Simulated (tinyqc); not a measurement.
Valley splitting in a one-orbital chain of atomic planes (second-neighbour model), step by step. Values are carried at full precision from step to step, so a last printed digit may differ when a step is redone from the rounded ones.

Each (001) plane carries one orbital with energy e0, hopping v to the next plane and u to the second: E(phi) = e0 + 2 v cos(phi) + 2 u cos(2 phi), where phi = pi - k a/4 (the sign of every second orbital is chosen so that v > 0, which shifts the phase by pi). The minimum lies at cos(phi0) = -v/(4u), phi0 = pi - (pi/2) k0 for a valley at k0 (2 pi/a), and e0 puts it at zero. A slab of N planes has hard walls: the matrix simply ends.

Constants: hbar^2/2m0 = 3.80998211 eV angstrom^2.

Parameters, chosen for this exercise (near those of the Delta valleys of silicon; abrupt walls in this chain split the valleys several times more than measured wells; not measured data):
```
symbol  value  unit      meaning
a       5.434  angstrom  lattice constant; planes lie a/4 apart
k0      0.847  2 pi/a    position of the valley
ml      0.892  m0        longitudinal mass
N       10               planes in the small slab
```

## Hoppings from the valley position and mass

The curvature at the minimum is d2E/dphi2 = 8 u sin^2(phi0) = (2c/ml)/(a/4)^2 with c = hbar^2/2m0; v = -4 u cos(phi0); e0 = 2u + v^2/(4u).

phi0 = 1.81113 rad
u = 0.61335 eV
v = 0.58397 eV
e0 = 1.36570 eV

## The bulk band

E at phi = j pi/10.

Band:
```
phi/pi  E (eV)
0.0     3.7603
0.1     3.4689
0.2     2.6897
0.3     1.6731
0.4     0.7342
0.5     0.1390
0.6     0.0124
0.7     0.3001
0.8     0.7999
0.9     1.2473
1.0     1.4245
```

## Hamiltonian of the slab

e0 on the diagonal, v and u on the first and second off-diagonals.

H (eV):
```
[[1.3657, 0.5840, 0.6134, 0, 0, 0, 0, 0, 0, 0],
 [0.5840, 1.3657, 0.5840, 0.6134, 0, 0, 0, 0, 0, 0],
 [0.6134, 0.5840, 1.3657, 0.5840, 0.6134, 0, 0, 0, 0, 0],
 [0, 0.6134, 0.5840, 1.3657, 0.5840, 0.6134, 0, 0, 0, 0],
 [0, 0, 0.6134, 0.5840, 1.3657, 0.5840, 0.6134, 0, 0, 0],
 [0, 0, 0, 0.6134, 0.5840, 1.3657, 0.5840, 0.6134, 0, 0],
 [0, 0, 0, 0, 0.6134, 0.5840, 1.3657, 0.5840, 0.6134, 0],
 [0, 0, 0, 0, 0, 0.6134, 0.5840, 1.3657, 0.5840, 0.6134],
 [0, 0, 0, 0, 0, 0, 0.6134, 0.5840, 1.3657, 0.5840],
 [0, 0, 0, 0, 0, 0, 0, 0.6134, 0.5840, 1.3657]]
```

## Levels and the valley doublet

Diagonalise H. The two lowest levels are the doublet made from the valleys at +k0 and -k0; give their splitting, the weights of the lowest state, and its parity under reversal of the planes.

levels (eV): [0.1505, 0.1583, 0.5521, 0.5854, 1.0010, 1.2251, 1.3740, 2.1266, 2.9429, 3.5412]

splitting = 7.82 meV

weights on the planes: [0.053, 0.000, 0.197, 0.054, 0.196, 0.196, 0.054, 0.197, 0.000, 0.053]

parity of the lowest state: odd

The mean of the doublet lies 0.1544 eV above the bulk minimum, and level 3 lies 0.3977 eV above that mean; the weights oscillate from plane to plane because the two valleys interfere.

## Checks

- Mean of the doublet for 400 planes against the effective-mass level with W = 402 a/4 (meV): both 0.1413.

Run: tinyqc, `OMP_NUM_THREADS=1 python tinyqc.py 1481636 1481637 out.jsonl`; Intel(R) Xeon(R) Processor @ 2.30GHz, one thread, shared host; about 0.01 s of CPU time with all checks.
